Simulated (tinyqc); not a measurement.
# Two-band model of a narrow-gap semiconductor with electrons and holes, step by step

A worked calculation. Computed by tinyqc, a small Python program that keeps every step. Command: `OMP_NUM_THREADS=1 python tinyqc.py 3019279 3019280 out.jsonl bipolar walk`. One thread of a shared host (Intel(R) Xeon(R) Processor @ 2.30GHz), about 0.07 s of CPU time with the checks. Intermediate numbers are printed to about 6 digits and carried at full precision; extremes and crossings named in words are read from the listed rows.

Two parabolic bands with acoustic scattering (r = -1/2, a = 0), a gap that does not change with T, and fully ionised dopants. Melting is ignored, so values above the melting point are formal, and kappa_L does not change with T. eta_n = (E_F - E_c)/(k_B T), eta_p = -eta_n - E_g/(k_B T).

Inputs (values chosen for the exercise, modelled on InSb):
```
quantity                                value        unit
electron mass m_n                       0.014         m_0
hole mass m_p                            0.42         m_0
electron mobility parameter mu_300,n    65000  cm^2/(V s)
hole mobility parameter mu_300,p          740  cm^2/(V s)
temperature exponent p                    1.5           -
band gap E_g                             0.19          eV
net doping N                          8.2e+18      1/cm^3
lattice thermal conductivity kappa_L       13     W/(m K)
temperature T                             710           K
```

Doping: p-type.

Constants: k_B = 8.617333262e-05 eV/K; m_0 = 9.1093837015e-31 kg; k_B = 1.380649e-23 J/K; hbar = 1.054571817e-34 J s; e = 1.602176634e-19 C.

## Fermi level

With x = E/(k_B T), a = alpha k_B T (0 for a parabolic band), G = x (1 + a x), D = 1 + 2 a x and <y> = int y f (1 - f) dx, f = 1/(1 + exp(x - eta)): tau = tau_0 G^r/D; transport function s = G^(3/2 + r)/D^2; n = N_0 <G^(3/2)> with N_0 = (2 m k_B T)^(3/2)/(3 pi^2 hbar^3). Integrals over x = E/(k_B T) use 160 Gauss-Legendre points in u = sqrt(x) from 0 to sqrt(max(eta, 0) + 32). Neutrality: p - n = N, with n = N_0(m_n) <x^(3/2)> at eta_n and p = N_0(m_p) <x^(3/2)> at eta_p.

eta_n = -2.11439

eta_p = -0.991044

## Each band alone

sigma = e mu_0 N_0 <s> with mu_0 = e tau_0/m = mu_300 (T/300 K)^(-p); |S| = (k_B/e)(<x s>/<s> - eta); Lorenz number L = (k_B/e)^2 (<x^2 s>/<s> - (<x s>/<s>)^2); kappa_e = L sigma T; zT = S^2 sigma T/(kappa_L + kappa_e). Hall factor r_H = <x^(3/2)> <x^(1/2)>/<s>^2.

Partial coefficients:
```
band       sigma (S/cm)  |S| (microvolt/K)  L (1e-8 V^2/K^2)  density (1/cm^3)  Hall factor
electrons       37.1110            359.523           1.50632       1.75363e+16      1.17014
holes           192.308            271.826           1.54369       8.21754e+18      1.15691
```

The minority carriers have the larger |S|, since the Fermi level lies farther from their band; they carry 16 % of the conductivity.

## Both bands together

Both bands together (these totals replace the one-band zT): sigma = sigma_n + sigma_p; S = (sigma_p |S_p| - sigma_n |S_n|)/sigma; kappa_bip = (sigma_n sigma_p/sigma)(|S_n| + |S_p|)^2 T; kappa_e = (L_n sigma_n + L_p sigma_p) T; zT = S^2 sigma T/(kappa_L + kappa_e + kappa_bip); weak-field R_H = (r_p sigma_p^2/p - r_n sigma_n^2/n)/(e sigma^2), where the Hall factors r_n and r_p are <x^(3/2)> <x^(1/2)>/<s>^2.

conductivity sigma = 229.419 S/cm

Seebeck coefficient S = 169.699 microvolt/K

bipolar thermal conductivity = 0.880376 W/(m K)

kappa_e = 0.250463 W/(m K)

zT = 0.0331952

Hall coefficient R_H = -10.2803 cm^3/C

The minority band lowers |S| from 272 to 170 microvolt/K, and bipolar flow adds 6.2 % of the thermal conductivity. S and R_H have opposite signs, because R_H weights each carrier by mu^2 and S by mu times the partial |S| of its band.

## The maximum of |S| and the Goldsmid-Sharp gap

T_max maximises |S| of the majority sign between 150 and 1200 K; the Goldsmid-Sharp estimate is E_g = 2 e |S_max| T_max.

T_max = 522.668 K

|S_max| = 216.486 microvolt/K

Goldsmid-Sharp gap = 0.226301 eV

estimate over true gap = 1.19106

The estimate is 1.19 times the true gap. The weighted-mobility ratio of majority to minority carriers, mu m^(3/2), is 1.87.

## Against temperature

The formulas are those given above.

The same sample:
```
T (K)   n (1/cm^3)   p (1/cm^3)  sigma (S/cm)  S (microvolt/K)  kappa_bip (W/(m K))           zT  R_H (cm^3/C)
150    5.67166e+08  8.20000e+18       1498.88          101.416          5.73860e-07  1.72203e-02        0.8126
200    7.84326e+10  8.20000e+18       1060.55          128.041          4.32309e-05  2.59882e-02        0.8289
250    1.71558e+12  8.20000e+18        801.12          150.739          6.04079e-04  3.40993e-02        0.8392
300    1.46601e+13  8.20001e+18        632.26          170.240          3.63921e-03  4.12664e-02        0.8338
350    7.24029e+13  8.20007e+18        515.33          186.876          1.35356e-02  4.73265e-02        0.7788
400    2.51910e+14  8.20025e+18        430.90          200.498          3.71407e-02  5.20349e-02        0.6003
500    1.59214e+15  8.20159e+18        321.37          215.865          1.59290e-01  5.58231e-02       -0.6532
600    5.93822e+15  8.20594e+18        260.54          208.596          4.26565e-01  4.97600e-02       -4.0786
750    2.43184e+16  8.22432e+18        225.07          149.090          1.06608e+00  2.61927e-02      -12.6296
900    6.61933e+16  8.26619e+18        232.95           63.154          1.69990e+00  5.56678e-03      -18.1045
1050   1.39781e+17  8.33978e+18        266.73           -5.631          2.09688e+00  5.71687e-05      -17.3900
1200   2.49417e+17  8.44942e+18        313.79          -47.131          2.28754e+00  5.26618e-03      -14.1036
```

Among the rows where S keeps the majority sign, zT is largest at 500 K and |S| at 500 K. Among these rows sigma is least at 750 K; at higher T thermal pairs outweigh the falling mobility. R_H changes sign between 400 and 500 K. S changes sign between 900 and 1050 K. kappa_bip reaches 2.29 W/(m K) at the last row, 0.176 times kappa_L.

Checks made by the program: neutrality (relative difference below 1e-10).
